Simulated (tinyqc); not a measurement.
Worked calculation: RHF in the 3-21g basis, for H3+, spin multiplicity 1. Computed by tinyqc, a small Python program that keeps every step (integrals from PySCF). Settings: charge = 1, multiplicity = 1, basis = 3-21g, energy threshold = 1e-10, iteration cap = 51, orthogonalisation = symmetric, start = core, DIIS depth = 0, method = RHF. Command: `OMP_NUM_THREADS=1 python tinyqc.py 30048 30049 out.jsonl` (the two numbers bound the seeds that draw the settings). One thread of a shared host (Intel(R) Xeon(R) Processor @ 2.60GHz), about 0.04 s of CPU time with the checks. Later iterations appear only in the table of the cycle.

## One-electron integrals

Geometry (angstrom):
```
atom,x,y,z
H,0.0000,0.0000,0.0000
H,0.0000,0.0000,1.4190
H,0.0000,1.2290,0.7090
```

Basis 3-21g: exponents (1/bohr^2) and contraction coefficients of normalised primitives:
```
element,l (shell),exponent,coefficient
H,s (1),5.4472,0.1563
H,s (1),0.8245,0.9047
H,s (2),0.1832,1.0000
```

Overlap, kinetic and nuclear-attraction integrals over the contracted functions; the nuclear repulsion is the sum of Za Zb / Rab.

nuclear repulsion = 1.118718 hartree

overlap S:
```
,1H 1s,1H 2s,2H 1s,2H 2s,3H 1s,3H 2s
1H 1s,1.0000,0.6459,0.0431,0.2178,0.0432,0.2179
1H 2s,0.6459,1.0000,0.2178,0.5176,0.2179,0.5176
2H 1s,0.0431,0.2178,1.0000,0.6459,0.0431,0.2177
2H 2s,0.2178,0.5176,0.6459,1.0000,0.2177,0.5174
3H 1s,0.0432,0.2179,0.0431,0.2177,1.0000,0.6459
3H 2s,0.2179,0.5176,0.2177,0.5174,0.6459,1.0000
```

kinetic energy T (hartree):
```
,1H 1s,1H 2s,2H 1s,2H 2s,3H 1s,3H 2s
1H 1s,1.5494,0.2932,-0.0558,0.0271,-0.0558,0.0272
1H 2s,0.2932,0.2748,0.0271,0.0798,0.0272,0.0798
2H 1s,-0.0558,0.0271,1.5494,0.2932,-0.0557,0.0271
2H 2s,0.0271,0.0798,0.2932,0.2748,0.0271,0.0797
3H 1s,-0.0558,0.0272,-0.0557,0.0271,1.5494,0.2932
3H 2s,0.0272,0.0798,0.0271,0.0797,0.2932,0.2748
```

nuclear attraction V (hartree):
```
,1H 1s,1H 2s,2H 1s,2H 2s,3H 1s,3H 2s
1H 1s,-2.4668,-1.2644,-0.0830,-0.4293,-0.0831,-0.4294
1H 2s,-1.2644,-1.4127,-0.4293,-0.7906,-0.4294,-0.7907
2H 1s,-0.0830,-0.4293,-2.4667,-1.2643,-0.0829,-0.4290
2H 2s,-0.4293,-0.7906,-1.2643,-1.4126,-0.4291,-0.7903
3H 1s,-0.0831,-0.4294,-0.0829,-0.4291,-2.4667,-1.2643
3H 2s,-0.4294,-0.7907,-0.4290,-0.7903,-1.2643,-1.4126
```

core Hamiltonian H = T + V (hartree):
```
,1H 1s,1H 2s,2H 1s,2H 2s,3H 1s,3H 2s
1H 1s,-0.9174,-0.9712,-0.1388,-0.4022,-0.1388,-0.4022
1H 2s,-0.9712,-1.1379,-0.4021,-0.7108,-0.4022,-0.7109
2H 1s,-0.1388,-0.4021,-0.9173,-0.9711,-0.1386,-0.4020
2H 2s,-0.4022,-0.7108,-0.9711,-1.1378,-0.4020,-0.7106
3H 1s,-0.1388,-0.4022,-0.1386,-0.4020,-0.9173,-0.9712
3H 2s,-0.4022,-0.7109,-0.4020,-0.7106,-0.9712,-1.1378
```

## Two-electron integrals

Functions are numbered as in S; the eight-fold symmetry (ij|kl) = (ji|kl) = (kl|ij) leaves the list below.

Two-electron integrals (ij|kl) in chemists' order, unique and non-zero (hartree):
```
i,j,k,l,(ij|kl)
1,1,1,1,1.1401
2,1,1,1,0.6114
2,1,2,1,0.3452
2,2,1,1,0.6264
2,2,2,1,0.3803
2,2,2,2,0.4830
3,1,1,1,0.0299
3,1,2,1,0.0182
3,1,2,2,0.0226
3,1,3,1,0.0019
3,2,1,1,0.0975
3,2,2,1,0.0621
3,2,2,2,0.0883
3,2,3,1,0.0073
3,2,3,2,0.0389
3,3,1,1,0.3728
3,3,2,1,0.2403
3,3,2,2,0.3596
3,3,3,1,0.0299
3,3,3,2,0.1954
3,3,3,3,1.1401
4,1,1,1,0.1954
4,1,2,1,0.1116
4,1,2,2,0.1256
4,1,3,1,0.0073
4,1,3,2,0.0251
4,1,3,3,0.0975
4,1,4,1,0.0389
4,2,1,1,0.2730
4,2,2,1,0.1689
4,2,2,2,0.2250
4,2,3,1,0.0138
4,2,3,2,0.0619
4,2,3,3,0.2730
4,2,4,1,0.0619
4,2,4,2,0.1294
4,3,1,1,0.2403
4,3,2,1,0.1546
4,3,2,2,0.2293
4,3,3,1,0.0182
4,3,3,2,0.1116
4,3,3,3,0.6114
4,3,4,1,0.0621
4,3,4,2,0.1689
4,3,4,3,0.3452
4,4,1,1,0.3596
4,4,2,1,0.2293
4,4,2,2,0.3339
4,4,3,1,0.0226
4,4,3,2,0.1256
4,4,3,3,0.6264
4,4,4,1,0.0883
4,4,4,2,0.2250
4,4,4,3,0.3803
4,4,4,4,0.4830
5,1,1,1,0.0300
5,1,2,1,0.0182
5,1,2,2,0.0226
5,1,3,1,0.0013
5,1,3,2,0.0047
5,1,3,3,0.0185
5,1,4,1,0.0065
5,1,4,2,0.0117
5,1,4,3,0.0119
5,1,4,4,0.0172
5,1,5,1,0.0019
5,2,1,1,0.0975
5,2,2,1,0.0621
5,2,2,2,0.0883
5,2,3,1,0.0047
5,2,3,2,0.0209
5,2,3,3,0.0874
5,2,4,1,0.0226
5,2,4,2,0.0493
5,2,4,3,0.0560
5,2,4,4,0.0818
5,2,5,1,0.0073
5,2,5,2,0.0389
5,3,1,1,0.0185
5,3,2,1,0.0119
5,3,2,2,0.0172
5,3,3,1,0.0013
5,3,3,2,0.0065
5,3,3,3,0.0299
5,3,4,1,0.0047
5,3,4,2,0.0116
5,3,4,3,0.0181
5,3,4,4,0.0225
5,3,5,1,0.0013
5,3,5,2,0.0065
5,3,5,3,0.0019
5,4,1,1,0.0874
5,4,2,1,0.0560
5,4,2,2,0.0818
5,4,3,1,0.0047
5,4,3,2,0.0225
5,4,3,3,0.0974
5,4,4,1,0.0209
5,4,4,2,0.0493
5,4,4,3,0.0620
5,4,4,4,0.0882
5,4,5,1,0.0065
5,4,5,2,0.0375
5,4,5,3,0.0073
5,4,5,4,0.0388
5,5,1,1,0.3728
5,5,2,1,0.2404
5,5,2,2,0.3597
5,5,3,1,0.0185
5,5,3,2,0.0874
5,5,3,3,0.3727
5,5,4,1,0.0874
5,5,4,2,0.2076
5,5,4,3,0.2403
5,5,4,4,0.3596
5,5,5,1,0.0300
5,5,5,2,0.1954
5,5,5,3,0.0299
5,5,5,4,0.1953
5,5,5,5,1.1401
6,1,1,1,0.1954
6,1,2,1,0.1117
6,1,2,2,0.1256
6,1,3,1,0.0065
6,1,3,2,0.0226
6,1,3,3,0.0874
6,1,4,1,0.0375
6,1,4,2,0.0588
6,1,4,3,0.0560
6,1,4,4,0.0818
6,1,5,1,0.0073
6,1,5,2,0.0252
6,1,5,3,0.0047
6,1,5,4,0.0225
6,1,5,5,0.0975
6,1,6,1,0.0389
6,2,1,1,0.2731
6,2,2,1,0.1689
6,2,2,2,0.2251
6,2,3,1,0.0117
6,2,3,2,0.0493
6,2,3,3,0.2076
6,2,4,1,0.0588
6,2,4,2,0.1165
6,2,4,3,0.1314
6,2,4,4,0.1873
6,2,5,1,0.0138
6,2,5,2,0.0620
6,2,5,3,0.0116
6,2,5,4,0.0588
6,2,5,5,0.2731
6,2,6,1,0.0620
6,2,6,2,0.1294
6,3,1,1,0.0874
6,3,2,1,0.0560
6,3,2,2,0.0818
6,3,3,1,0.0065
6,3,3,2,0.0374
6,3,3,3,0.1953
6,3,4,1,0.0225
6,3,4,2,0.0587
6,3,4,3,0.1116
6,3,4,4,0.1255
6,3,5,1,0.0047
6,3,5,2,0.0225
6,3,5,3,0.0073
6,3,5,4,0.0251
6,3,5,5,0.0974
6,3,6,1,0.0209
6,3,6,2,0.0493
6,3,6,3,0.0388
6,4,1,1,0.2075
6,4,2,1,0.1314
6,4,2,2,0.1872
6,4,3,1,0.0117
6,4,3,2,0.0588
6,4,3,3,0.2729
6,4,4,1,0.0493
6,4,4,2,0.1164
6,4,4,3,0.1688
6,4,4,4,0.2249
6,4,5,1,0.0117
6,4,5,2,0.0588
6,4,5,3,0.0138
6,4,5,4,0.0619
6,4,5,5,0.2729
6,4,6,1,0.0493
6,4,6,2,0.1164
6,4,6,3,0.0619
6,4,6,4,0.1293
6,5,1,1,0.2404
6,5,2,1,0.1546
6,5,2,2,0.2293
6,5,3,1,0.0119
6,5,3,2,0.0560
6,5,3,3,0.2403
6,5,4,1,0.0560
6,5,4,2,0.1314
6,5,4,3,0.1545
6,5,4,4,0.2292
6,5,5,1,0.0182
6,5,5,2,0.1117
6,5,5,3,0.0181
6,5,5,4,0.1116
6,5,5,5,0.6114
6,5,6,1,0.0621
6,5,6,2,0.1689
6,5,6,3,0.0620
6,5,6,4,0.1688
6,5,6,5,0.3452
6,6,1,1,0.3597
6,6,2,1,0.2293
6,6,2,2,0.3340
6,6,3,1,0.0172
6,6,3,2,0.0818
6,6,3,3,0.3596
6,6,4,1,0.0818
6,6,4,2,0.1872
6,6,4,3,0.2292
6,6,4,4,0.3339
6,6,5,1,0.0226
6,6,5,2,0.1256
6,6,5,3,0.0225
6,6,5,4,0.1255
6,6,5,5,0.6264
6,6,6,1,0.0883
6,6,6,2,0.2251
6,6,6,3,0.0882
6,6,6,4,0.2249
6,6,6,5,0.3803
6,6,6,6,0.4830
```

## Orthogonalisation

S = U s U^T; symmetric (Loewdin) form X = U s^(-1/2) U^T, so that X^T S X = 1.

eigenvalues of S: 0.2302  0.2303  0.3797  1.2089  1.2093  2.7416

X:
```
,1H 1s,1H 2s,2H 1s,2H 2s,3H 1s,3H 2s
1H 1s,1.2474,-0.4980,0.0353,0.0157,0.0353,0.0157
1H 2s,-0.4980,1.4906,0.0157,-0.2909,0.0157,-0.2910
2H 1s,0.0353,0.0157,1.2474,-0.4980,0.0353,0.0157
2H 2s,0.0157,-0.2909,-0.4980,1.4904,0.0157,-0.2907
3H 1s,0.0353,0.0157,0.0353,0.0157,1.2474,-0.4980
3H 2s,0.0157,-0.2910,0.0157,-0.2907,-0.4980,1.4905
```

## Starting guess

The start is the orbitals of the core Hamiltonian; D = 2 C_occ C_occ^T.

D at the start:
```
,1H 1s,1H 2s,2H 1s,2H 2s,3H 1s,3H 2s
1H 1s,0.1128,0.1239,0.1127,0.1238,0.1127,0.1238
1H 2s,0.1239,0.1360,0.1238,0.1359,0.1238,0.1360
2H 1s,0.1127,0.1238,0.1126,0.1237,0.1126,0.1237
2H 2s,0.1238,0.1359,0.1237,0.1358,0.1237,0.1359
3H 1s,0.1127,0.1238,0.1126,0.1237,0.1127,0.1237
3H 2s,0.1238,0.1360,0.1237,0.1359,0.1237,0.1359
```

## Iteration 1: building the Fock matrix

J_ij = sum D_kl (ij|kl), K_ij = sum D_kl (ik|jl); F = H + J - 0.5 K; E = tr D H + tr D J / 2 - 0.25 tr D K + E_nn.

Coulomb J (hartree):
```
,1H 1s,1H 2s,2H 1s,2H 2s,3H 1s,3H 2s
1H 1s,1.0766,0.6513,0.0495,0.2318,0.0495,0.2318
1H 2s,0.6513,0.8494,0.2317,0.4787,0.2318,0.4787
2H 1s,0.0495,0.2317,1.0761,0.6510,0.0494,0.2316
2H 2s,0.2318,0.4787,0.6510,0.8492,0.2316,0.4785
3H 1s,0.0495,0.2318,0.0494,0.2316,1.0763,0.6511
3H 2s,0.2318,0.4787,0.2316,0.4785,0.6511,0.8492
```

exchange K (hartree):
```
,1H 1s,1H 2s,2H 1s,2H 2s,3H 1s,3H 2s
1H 1s,0.5352,0.5169,0.2375,0.3744,0.2376,0.3744
1H 2s,0.5169,0.6119,0.3742,0.5289,0.3743,0.5290
2H 1s,0.2375,0.3742,0.5346,0.5164,0.2373,0.3741
2H 2s,0.3744,0.5289,0.5164,0.6114,0.3742,0.5287
3H 1s,0.2376,0.3743,0.2373,0.3742,0.5348,0.5166
3H 2s,0.3744,0.5290,0.3741,0.5287,0.5166,0.6115
```

Fock matrix F (hartree):
```
,1H 1s,1H 2s,2H 1s,2H 2s,3H 1s,3H 2s
1H 1s,-0.1084,-0.5784,-0.2080,-0.3576,-0.2081,-0.3577
1H 2s,-0.5784,-0.5944,-0.3576,-0.4966,-0.3576,-0.4967
2H 1s,-0.2080,-0.3576,-0.1084,-0.5783,-0.2079,-0.3574
2H 2s,-0.3576,-0.4966,-0.5783,-0.5943,-0.3575,-0.4965
3H 1s,-0.2081,-0.3576,-0.2079,-0.3575,-0.1084,-0.5784
3H 2s,-0.3577,-0.4967,-0.3574,-0.4965,-0.5784,-0.5944
```

total energy of this density = -1.156668 hartree

## Iteration 1: diagonalisation and new density

Diagonalise F' = X^T F X, C = X C', fill 1 alpha and 1 beta electrons from the bottom; D = 2 C_occ C_occ^T. Each column has its largest component positive (the first on a tie).

F' = X^T F X (hartree):
```
,1,2,3,4,5,6
1,0.3751,-0.6169,-0.0204,-0.1093,-0.0205,-0.1093
2,-0.6169,-0.0293,-0.1093,-0.1495,-0.1093,-0.1495
3,-0.0204,-0.1093,0.3750,-0.6168,-0.0204,-0.1092
4,-0.1093,-0.1495,-0.6168,-0.0294,-0.1092,-0.1495
5,-0.0205,-0.1093,-0.0204,-0.1092,0.3751,-0.6168
6,-0.1093,-0.1495,-0.1092,-0.1495,-0.6168,-0.0294
```

orbital energies (hartree): MO1 -0.8957, MO2 -0.2682, MO3 -0.2680, MO4 0.7836, MO5 0.7838, MO6 0.9015

coefficients C:
```
,MO1,MO2,MO3,MO4,MO5,MO6
1H 1s,0.2048,-0.0410,0.2649,0.1593,-1.0282,0.7815
1H 2s,0.2827,-0.1377,0.8900,-0.1863,1.2022,-0.5184
2H 1s,0.2047,0.2500,-0.0970,-0.9708,0.3766,0.7804
2H 2s,0.2827,0.8394,-0.3258,1.1346,-0.4401,-0.5170
3H 1s,0.2047,-0.2090,-0.1680,0.8108,0.6529,0.7807
3H 2s,0.2827,-0.7016,-0.5644,-0.9479,-0.7630,-0.5174
```

D after iteration 1:
```
,1H 1s,1H 2s,2H 1s,2H 2s,3H 1s,3H 2s
1H 1s,0.0838,0.1158,0.0838,0.1158,0.0838,0.1158
1H 2s,0.1158,0.1599,0.1157,0.1598,0.1158,0.1599
2H 1s,0.0838,0.1157,0.0838,0.1157,0.0838,0.1157
2H 2s,0.1158,0.1598,0.1157,0.1598,0.1157,0.1598
3H 1s,0.0838,0.1158,0.0838,0.1157,0.0838,0.1157
3H 2s,0.1158,0.1599,0.1157,0.1598,0.1157,0.1598
```

## Iteration 2: building the Fock matrix

As before.

Coulomb J (hartree):
```
,1H 1s,1H 2s,2H 1s,2H 2s,3H 1s,3H 2s
1H 1s,1.0561,0.6416,0.0489,0.2285,0.0489,0.2286
1H 2s,0.6416,0.8420,0.2285,0.4744,0.2286,0.4745
2H 1s,0.0489,0.2285,1.0558,0.6414,0.0488,0.2284
2H 2s,0.2285,0.4744,0.6414,0.8419,0.2284,0.4742
3H 1s,0.0489,0.2286,0.0488,0.2284,1.0559,0.6415
3H 2s,0.2286,0.4745,0.2284,0.4742,0.6415,0.8419
```

exchange K (hartree):
```
,1H 1s,1H 2s,2H 1s,2H 2s,3H 1s,3H 2s
1H 1s,0.5040,0.5043,0.2276,0.3677,0.2277,0.3678
1H 2s,0.5043,0.6181,0.3676,0.5353,0.3677,0.5354
2H 1s,0.2276,0.3676,0.5037,0.5040,0.2275,0.3675
2H 2s,0.3677,0.5353,0.5040,0.6179,0.3676,0.5352
3H 1s,0.2277,0.3677,0.2275,0.3676,0.5038,0.5041
3H 2s,0.3678,0.5354,0.3675,0.5352,0.5041,0.6179
```

Fock matrix F (hartree):
```
,1H 1s,1H 2s,2H 1s,2H 2s,3H 1s,3H 2s
1H 1s,-0.1133,-0.5818,-0.2037,-0.3575,-0.2038,-0.3575
1H 2s,-0.5818,-0.6050,-0.3575,-0.5041,-0.3575,-0.5042
2H 1s,-0.2037,-0.3575,-0.1133,-0.5817,-0.2036,-0.3573
2H 2s,-0.3575,-0.5041,-0.5817,-0.6048,-0.3573,-0.5040
3H 1s,-0.2038,-0.3575,-0.2036,-0.3573,-0.1133,-0.5817
3H 2s,-0.3575,-0.5042,-0.3573,-0.5040,-0.5817,-0.6049
```

total energy of this density = -1.164021 hartree

## Iteration 2: diagonalisation and new density

As before.

F' = X^T F X (hartree):
```
,1,2,3,4,5,6
1,0.3701,-0.6155,-0.0155,-0.1079,-0.0155,-0.1079
2,-0.6155,-0.0390,-0.1079,-0.1535,-0.1079,-0.1535
3,-0.0155,-0.1079,0.3700,-0.6154,-0.0154,-0.1079
4,-0.1079,-0.1535,-0.6154,-0.0390,-0.1079,-0.1535
5,-0.0155,-0.1079,-0.0154,-0.1079,0.3700,-0.6154
6,-0.1079,-0.1535,-0.1079,-0.1535,-0.6154,-0.0390
```

orbital energies (hartree): MO1 -0.9025, MO2 -0.2754, MO3 -0.2752, MO4 0.7753, MO5 0.7754, MO6 0.8956

coefficients C:
```
,MO1,MO2,MO3,MO4,MO5,MO6
1H 1s,0.1996,-0.0413,0.2669,0.1593,-1.0279,0.7825
1H 2s,0.2862,-0.1373,0.8876,-0.1866,1.2042,-0.5160
2H 1s,0.1995,0.2519,-0.0977,-0.9701,0.3762,0.7820
2H 2s,0.2861,0.8371,-0.3249,1.1362,-0.4406,-0.5155
3H 1s,0.1995,-0.2106,-0.1693,0.8106,0.6522,0.7822
3H 2s,0.2861,-0.6998,-0.5628,-0.9494,-0.7639,-0.5157
```

D after iteration 2:
```
,1H 1s,1H 2s,2H 1s,2H 2s,3H 1s,3H 2s
1H 1s,0.0797,0.1142,0.0796,0.1142,0.0796,0.1142
1H 2s,0.1142,0.1638,0.1142,0.1637,0.1142,0.1637
2H 1s,0.0796,0.1142,0.0796,0.1142,0.0796,0.1142
2H 2s,0.1142,0.1637,0.1142,0.1637,0.1142,0.1637
3H 1s,0.0796,0.1142,0.0796,0.1142,0.0796,0.1142
3H 2s,0.1142,0.1637,0.1142,0.1637,0.1142,0.1637
```

## Iteration 3: building the Fock matrix

As before.

Coulomb J (hartree):
```
,1H 1s,1H 2s,2H 1s,2H 2s,3H 1s,3H 2s
1H 1s,1.0529,0.6400,0.0488,0.2280,0.0488,0.2281
1H 2s,0.6400,0.8408,0.2280,0.4737,0.2281,0.4738
2H 1s,0.0488,0.2280,1.0526,0.6399,0.0487,0.2279
2H 2s,0.2280,0.4737,0.6399,0.8407,0.2279,0.4735
3H 1s,0.0488,0.2281,0.0487,0.2279,1.0527,0.6399
3H 2s,0.2281,0.4738,0.2279,0.4735,0.6399,0.8407
```

exchange K (hartree):
```
,1H 1s,1H 2s,2H 1s,2H 2s,3H 1s,3H 2s
1H 1s,0.4990,0.5021,0.2260,0.3665,0.2261,0.3666
1H 2s,0.5021,0.6189,0.3665,0.5362,0.3665,0.5362
2H 1s,0.2260,0.3665,0.4987,0.5019,0.2259,0.3664
2H 2s,0.3665,0.5362,0.5019,0.6187,0.3664,0.5361
3H 1s,0.2261,0.3665,0.2259,0.3664,0.4988,0.5020
3H 2s,0.3666,0.5362,0.3664,0.5361,0.5020,0.6188
```

Fock matrix F (hartree):
```
,1H 1s,1H 2s,2H 1s,2H 2s,3H 1s,3H 2s
1H 1s,-0.1140,-0.5822,-0.2030,-0.3574,-0.2031,-0.3575
1H 2s,-0.5822,-0.6066,-0.3574,-0.5052,-0.3574,-0.5053
2H 1s,-0.2030,-0.3574,-0.1140,-0.5822,-0.2029,-0.3573
2H 2s,-0.3574,-0.5052,-0.5822,-0.6064,-0.3573,-0.5051
3H 1s,-0.2031,-0.3574,-0.2029,-0.3573,-0.1140,-0.5822
3H 2s,-0.3575,-0.5053,-0.3573,-0.5051,-0.5822,-0.6065
```

total energy of this density = -1.164204 hartree

## Iteration 3: diagonalisation and new density

As before.

F' = X^T F X (hartree):
```
,1,2,3,4,5,6
1,0.3692,-0.6152,-0.0147,-0.1077,-0.0148,-0.1077
2,-0.6152,-0.0405,-0.1077,-0.1541,-0.1077,-0.1541
3,-0.0147,-0.1077,0.3692,-0.6151,-0.0147,-0.1076
4,-0.1077,-0.1541,-0.6151,-0.0405,-0.1076,-0.1541
5,-0.0148,-0.1077,-0.0147,-0.1076,0.3692,-0.6151
6,-0.1077,-0.1541,-0.1076,-0.1541,-0.6151,-0.0405
```

orbital energies (hartree): MO1 -0.9035, MO2 -0.2765, MO3 -0.2763, MO4 0.7739, MO5 0.7740, MO6 0.8945

coefficients C:
```
,MO1,MO2,MO3,MO4,MO5,MO6
1H 1s,0.1987,-0.0414,0.2673,0.1593,-1.0279,0.7826
1H 2s,0.2867,-0.1372,0.8872,-0.1867,1.2044,-0.5157
2H 1s,0.1987,0.2522,-0.0978,-0.9700,0.3761,0.7823
2H 2s,0.2866,0.8368,-0.3248,1.1364,-0.4406,-0.5152
3H 1s,0.1987,-0.2108,-0.1695,0.8105,0.6522,0.7824
3H 2s,0.2867,-0.6995,-0.5626,-0.9496,-0.7641,-0.5154
```

D after iteration 3:
```
,1H 1s,1H 2s,2H 1s,2H 2s,3H 1s,3H 2s
1H 1s,0.0790,0.1140,0.0790,0.1139,0.0790,0.1139
1H 2s,0.1140,0.1644,0.1139,0.1644,0.1139,0.1644
2H 1s,0.0790,0.1139,0.0790,0.1139,0.0790,0.1139
2H 2s,0.1139,0.1644,0.1139,0.1643,0.1139,0.1643
3H 1s,0.0790,0.1139,0.0790,0.1139,0.0790,0.1139
3H 2s,0.1139,0.1644,0.1139,0.1643,0.1139,0.1643
```

## Iteration 7 (converged): orbitals

converged F (hartree):
```
,1H 1s,1H 2s,2H 1s,2H 2s,3H 1s,3H 2s
1H 1s,-0.1142,-0.5823,-0.2029,-0.3574,-0.2029,-0.3574
1H 2s,-0.5823,-0.6068,-0.3574,-0.5055,-0.3574,-0.5055
2H 1s,-0.2029,-0.3574,-0.1142,-0.5823,-0.2027,-0.3573
2H 2s,-0.3574,-0.5055,-0.5823,-0.6067,-0.3573,-0.5053
3H 1s,-0.2029,-0.3574,-0.2027,-0.3573,-0.1142,-0.5823
3H 2s,-0.3574,-0.5055,-0.3573,-0.5053,-0.5823,-0.6068
```

As before.

F' = X^T F X (hartree):
```
,1,2,3,4,5,6
1,0.3691,-0.6151,-0.0146,-0.1076,-0.0146,-0.1076
2,-0.6151,-0.0408,-0.1076,-0.1542,-0.1076,-0.1542
3,-0.0146,-0.1076,0.3691,-0.6151,-0.0145,-0.1076
4,-0.1076,-0.1542,-0.6151,-0.0408,-0.1076,-0.1542
5,-0.0146,-0.1076,-0.0145,-0.1076,0.3691,-0.6151
6,-0.1076,-0.1542,-0.1076,-0.1542,-0.6151,-0.0408
```

orbital energies (hartree): MO1 -0.9037, MO2 -0.2767, MO3 -0.2765, MO4 0.7737, MO5 0.7737, MO6 0.8943

coefficients C:
```
,MO1,MO2,MO3,MO4,MO5,MO6
1H 1s,0.1986,-0.0414,0.2673,0.1593,-1.0279,0.7827
1H 2s,0.2868,-0.1372,0.8872,-0.1867,1.2045,-0.5156
2H 1s,0.1985,0.2523,-0.0979,-0.9700,0.3761,0.7823
2H 2s,0.2867,0.8367,-0.3248,1.1365,-0.4407,-0.5152
3H 1s,0.1986,-0.2109,-0.1695,0.8105,0.6521,0.7824
3H 2s,0.2868,-0.6994,-0.5625,-0.9497,-0.7641,-0.5153
```

D after iteration 7:
```
,1H 1s,1H 2s,2H 1s,2H 2s,3H 1s,3H 2s
1H 1s,0.0789,0.1139,0.0789,0.1139,0.0789,0.1139
1H 2s,0.1139,0.1645,0.1139,0.1645,0.1139,0.1645
2H 1s,0.0789,0.1139,0.0788,0.1139,0.0788,0.1139
2H 2s,0.1139,0.1645,0.1139,0.1644,0.1139,0.1644
3H 1s,0.0789,0.1139,0.0788,0.1139,0.0788,0.1139
3H 2s,0.1139,0.1645,0.1139,0.1644,0.1139,0.1645
```

## Convergence

Stop when the energy changes by less than 1e-10 hartree and every element of the error matrix X^T (F D S - S D F) X is below 3e-06.

Course of the cycle:
```
iteration,E (hartree),change,largest element of the error matrix
1,-1.156668,-,5.04e-02
2,-1.164021,-7.35e-03,7.95e-03
3,-1.164204,-1.83e-04,1.26e-03
4,-1.164208,-4.57e-06,1.99e-04
5,-1.164208,-1.14e-07,3.14e-05
6,-1.164208,-2.86e-09,4.97e-06
7,-1.164208,-7.15e-11,7.86e-07
```

PySCF RHF in the same basis = -1.164208 hartree

Converged in 7 iterations.

## Populations, bond orders and dipole

Mulliken: Z minus the diagonal of D S on the atom; Loewdin: the same with S^(1/2) D S^(1/2); Mayer order: 2 sum_s sum (D(s) S)_ij (D(s) S)_ji over the two atoms.

Charges (e):
```
atom,Mulliken,Loewdin
1H,0.3332,0.3332
2H,0.3335,0.3335
3H,0.3334,0.3334
```

Mayer bond orders:
```
pair,order
2-1,0.4445
3-1,0.4445
3-2,0.4443
```

dipole moment about the origin, x y z (debye): 0.0000  1.9680  3.4082
